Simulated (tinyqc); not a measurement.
# A chain with uneven site energies and dephasing by Buettiker voltage probes, step by step

tinyqc, about 0.01 s, one thread, Intel Xeon 2.30GHz (shared host): `OMP_NUM_THREADS=1 python tinyqc.py 2700102 2700103 out.jsonl` Printed values are rounded.

Sites 1 to 5 form a chain with hopping -t. Lead L joins site 1 and lead R site 5, both semi-infinite chains with hopping -t and site energy 0. Every site carries a probe with self-energy -i Gamma_p/2 that draws no net current. Linear response at zero temperature: mu_L = 1, mu_R = 0 in units of the bias.

Parameters, values chosen for the exercise: hopping (matrix element -t) t = 2.2 eV; site energies 1 to N U = [1.23, -0.07, 0.53, 0.95, 0.48] eV; Fermi energy E = 2.03 eV; probe broadening Gamma_p gp = 1.9 eV.

Constants: q = 1.602176634e-19 C, h = 6.62607015e-34 J s. Results are converted to the units shown.

## Green function

Sigma = t^2 g(E), g(x) = (x - i sqrt(4 t^2 - x^2))/(2 t^2) for |x| < 2 t and (x - sign(x) sqrt(x^2 - 4 t^2))/(2 t^2) otherwise; Gamma = -2 Im Sigma; G = (E - H - Sigma_L - Sigma_R + i Gamma_p/2)^(-1).

Sigma = 1.01500-1.95186i eV
Gamma = 3.90373 eV

G (1/eV):
```
,1,2,3,4,5
1,-0.053571-0.219301i,0.160045+0.049230i,-0.077941+0.103199i,-0.062340-0.085936i,0.071436-0.034092i
2,0.160045+0.049230i,0.080576-0.206293i,0.128505+0.112892i,-0.119444+0.073831i,-0.037987-0.097558i
3,-0.077941+0.103199i,0.128505+0.112892i,0.004027-0.266450i,0.208237+0.067040i,-0.077303+0.143619i
4,-0.062340-0.085936i,-0.119444+0.073831i,0.208237+0.067040i,0.006413-0.209460i,0.152711+0.033017i
5,0.071436-0.034092i,-0.037987-0.097558i,-0.077303+0.143619i,0.152711+0.033017i,0.016593-0.225771i
```

## Transmissions between terminals

With Gamma the broadening by one lead, T_RL = Gamma^2 |G_(5,1)|^2, T_pL = Gamma Gamma_p |G_(p,1)|^2, T_pR = Gamma Gamma_p |G_(p,5)|^2, T_pq = Gamma_p^2 |G_(p,q)|^2 for p != q.

T_RL = 0.0954792

```
probe,T_pL,T_pR
1,0.377996,0.046471
2,0.207961,0.081296
3,0.124049,0.197312
4,0.083600,0.181058
5,0.046471,0.380111
```

T_pq:
```
,1,2,3,4,5
1,0.000000,0.101218,0.060377,0.040689,0.022618
2,0.101218,0.000000,0.105622,0.071182,0.039568
3,0.060377,0.105622,0.000000,0.172764,0.096034
4,0.040689,0.071182,0.172764,0.000000,0.088123
5,0.022618,0.039568,0.096034,0.088123,0.000000
```

## Probe potentials and effective transmission

No current into probe p: W mu = T_pL with W_pp = T_pL + T_pR + sum_q T_pq and W_pq = -T_pq. Then T_eff = T_RL + sum_p T_pR mu_p, and the resistance is (h/2q^2)/T_eff.

W:
```
,1,2,3,4,5
1,0.649369,-0.101218,-0.060377,-0.040689,-0.022618
2,-0.101218,0.606846,-0.105622,-0.071182,-0.039568
3,-0.060377,-0.105622,0.756158,-0.172764,-0.096034
4,-0.040689,-0.071182,-0.172764,0.637416,-0.088123
5,-0.022618,-0.039568,-0.096034,-0.088123,0.672926
```

mu_p, probe 1 to 5: [0.749692, 0.604950, 0.429931, 0.396709, 0.243135]
T_eff = 0.428574
resistance = 30.1148 kohm

Without probes the transmission is 0.8902. With them, 22.3 % of the current crosses without entering a probe.

## Current at both leads

In units of (2 q^2/h) times the bias, T_RL + sum_p T_pL (1 - mu_p) leaves L and T_RL + sum_p T_pR mu_p enters R.

current leaving L = 0.428574
current entering R = 0.428574

The two are equal: the probes conserve the current.
